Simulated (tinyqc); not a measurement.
Avalanche multiplication and breakdown of a junction from ionisation integrals: one step, computed by the program tinyqc.

Ionisation coefficients follow the local field. Position x runs through the depletion layer from the p side (x = 0), where electrons enter, to the n side (x = w), where holes enter. The built-in voltage is neglected.

Task: Coefficients at the critical field. alpha_n = a_n exp(-(b_n/F)^c), alpha_p = a_p exp(-(b_p/F)^c).

Inputs (values chosen for the exercise, modelled on germanium): electron prefactor a_n = 1.66e+07 1/cm; electron field b_n = 1.53e+06 V/cm; hole prefactor a_p = 9.57e+06 1/cm; hole field b_p = 1.25e+06 V/cm; exponent c = 1.

Junction: one-sided abrupt n+p.

critical field F_m = 0.1479988 MV/cm

Give: alpha_n; alpha_p; ratio k = alpha_p/alpha_n; shorter ionisation length.

Result:

alpha_n = 537.5 1/cm

alpha_p = 2055 1/cm

ratio k = alpha_p/alpha_n = 3.823

shorter ionisation length = 4.866 micrometre

Holes ionise more readily at the peak field.
